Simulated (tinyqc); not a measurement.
Tight binding, kagome lattice, step by step. One step of it, computed by the program tinyqc.

Task: Bloch Hamiltonian at K. H_AB = -t1 - t2 exp(-i k.a1), H_AC = -t1 - t2 exp(-i k.a2), H_BC = -t1 - t2 exp(i k.(a1 - a2)), H_CC = delta.

Parameters chosen for this model:
```
parameter     value                unit
t1         0.700000    eV, up triangles
t2         0.890000  eV, down triangles
delta             0        eV on site C
```

k point K (fractions of the reciprocal vectors): [0.333333, 0.666667]

Give: H(k) at K.

Result:

H(k) at K (eV), order A, B, C:
```
[[0.0000, -0.2550+0.7708i, -0.2550-0.7708i],
 [-0.2550-0.7708i, 0.0000, -0.2550+0.7708i],
 [-0.2550+0.7708i, -0.2550-0.7708i, 0.0000]]
```
